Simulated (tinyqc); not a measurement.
## Series resistance and mobility from two gate lengths

Problem. At small Vds the total resistance times width is 2 Rs + L/(mu Q), with the same mu and Q at both lengths. Find mu and Rs.

total resistance at L = 30 and 120 nm (ohm um): [225.49591, 361.98362]
Q = 1.57 uC/cm^2

Solution. The slope against L is 1/(mu Q), and the intercept at L = 0 is 2 Rs.

mu = 420.0 cm^2/(V s)
Rs = 90.00 ohm um

Computed by the program tinyqc: `OMP_NUM_THREADS=1 python tinyqc.py 2380065 2380066 out.jsonl`, one thread of a shared Intel Xeon 2.30GHz, about 0.01 s for the whole run.
